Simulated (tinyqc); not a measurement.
Worked calculation: RHF in the cc-pvdz basis, for He, spin multiplicity 1. One step of it, computed by the program tinyqc.

Question. Orthogonalisation. S = U s U^T; symmetric (Loewdin) form X = U s^(-1/2) U^T, so that X^T S X = 1.

overlap S:
```
           1He 1s    1He 2s   1He 2px   1He 2py   1He 2pz
1He 1s   1.000000  0.634168  0.000000  0.000000  0.000000
1He 2s   0.634168  1.000000  0.000000  0.000000  0.000000
1He 2px  0.000000  0.000000  1.000000  0.000000  0.000000
1He 2py  0.000000  0.000000  0.000000  1.000000  0.000000
1He 2pz  0.000000  0.000000  0.000000  0.000000  1.000000
```

Give: eigenvalues of S; X.

Answer.

eigenvalues of S: 0.3658  1.0000  1.0000  1.0000  1.6342

X:
```
          1He 1s   1He 2s  1He 2px  1He 2py  1He 2pz
1He 1s    1.2178  -0.4355   0.0000   0.0000   0.0000
1He 2s   -0.4355   1.2178   0.0000   0.0000   0.0000
1He 2px   0.0000   0.0000   1.0000   0.0000   0.0000
1He 2py   0.0000   0.0000   0.0000   1.0000   0.0000
1He 2pz   0.0000   0.0000   0.0000   0.0000   1.0000
```
